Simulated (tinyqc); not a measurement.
What moves the results: localisation in a chain with random site energies (transfer matrices). A value that a table varies takes the place of the one given here.

Hopping -t; leads with site energy 0, E = -2t cos(ka). psi_(j+1) = ((e_j - E)/t) psi_j - psi_(j-1), a product of matrices M_j = [[(e_j - E)/t, -1], [1, 0]]. For M = M_N ... M_1 the transmission is T = 4 sin^2(ka)/|M21 - M12 + M22 exp(ika) - M11 exp(-ika)|^2. Long samples draw e_j = W (x_j/2147483647 - 1/2) from x_j = 16807 x_(j-1) mod 2147483647, starting at x0. The localisation length xi, in sites, is defined by ln T = -2N/xi on average; weak disorder gives xi = 24 (4t^2 - E^2)/W^2, and the mean free path for backscattering is xi/2.

Numerical xi = N/ln sqrt(psi_(N+1)^2 + psi_N^2) for N = 20000 sites from psi_1 = 1, psi_0 = 0; its statistical error is about xi sqrt(xi/N).

Inputs chosen for the exercise: t = 1.51 eV (hopping); E = -0.96 eV (energy); x0 = 7469 (start of the number sequence); W = 1.12 eV (full width of the disorder).

## Localisation length against disorder

The same number sequence scaled by W.

xi (sites):
```
W/t   W (eV)  numerical  error  weak disorder  strong: 1/(ln(W/2t) - 1)
1.0    1.510     83.541  5.399         86.299                         -
1.5    2.265     37.687  1.636         38.355                         -
2.0    3.020     21.634  0.712         21.575                         -
3.0    4.530      9.616  0.211          9.589                         -
4.0    6.040      5.711  0.097          5.394                         -
6.0    9.060      2.849  0.034          2.397                         -
10.0  15.100      1.410  0.012          0.863                     1.641
16.0  24.160      0.896  0.006          0.337                     0.926
```

At W = t the numerical value is 83.5 +/- 5.4 against 86.3, and at 2t 21.63 +/- 0.71 against 21.57. The weak-disorder formula is within 15 % for W/t = 1, 1.5, 2, 3 and 4; at W = 16t it gives 0.34 and the strong-disorder form 0.93, against 0.90. All states of the chain are localised; disorder only sets the length.

## From ballistic to localised

200 samples of each length, cut one after another from the start of the sequence. Typical T = exp(mean ln T). Ohmic: 1/(1 + 2N/xi); localised: exp(-2N/xi), both with the weak-disorder xi.

Transmission:
```
N   mean T  typical T  spread of ln T  ohmic  localised
2    0.972      0.972           0.027  0.975      0.975
5    0.931      0.929           0.061  0.940      0.938
10   0.890      0.886           0.105  0.887      0.880
20   0.792      0.772           0.239  0.797      0.775
40   0.659      0.607           0.450  0.662      0.600
80   0.471      0.369           0.826  0.495      0.361
```

With xi = 156.9 sites, mean and typical T are 0.931 and 0.929 at N = 5, and 0.471 and 0.369 at N = 80, where ln T scatters by 0.8. The slope of ln(typical T) between 40 and 80 sites gives xi = 161.0, uncertain by about 13 % from the scatter of 200 samples. At N = 80 the ohmic law gives 1.34 times the typical value: N is still below xi on all rows.

## What each parameter does

Numerical and weak-disorder xi. Each row changes one parameter from the base and keeps the others.

Results:
```
case          numerical xi (sites)  weak-disorder xi (sites)
base                        168.97                    156.86
t = 1.736 eV                217.91                    213.01
E = -0.67 eV                154.69                    165.91
W = 1.344 eV                103.24                    108.93
x0 = 7470                   187.86                    156.86
```

The largest shifts from the base row, up to three for each result and ties (the steps differ in size, so this ranks the rows, not the parameters). numerical xi (sites): W -65.73, t +48.94, x0 +18.89. weak-disorder xi (sites): t +56.14, W -47.93, E +9.04; unchanged at the printed digits by x0. A new x0 is another sample of the same disorder; its shift is one draw of the statistical scatter, about xi sqrt(xi/N); the other rows share one sample, so their errors are correlated.

tinyqc: `OMP_NUM_THREADS=1 python tinyqc.py 1451145 1451146 out.jsonl`; about 0.04 s, one thread, shared Intel(R) Xeon(R) Processor @ 2.30GHz.
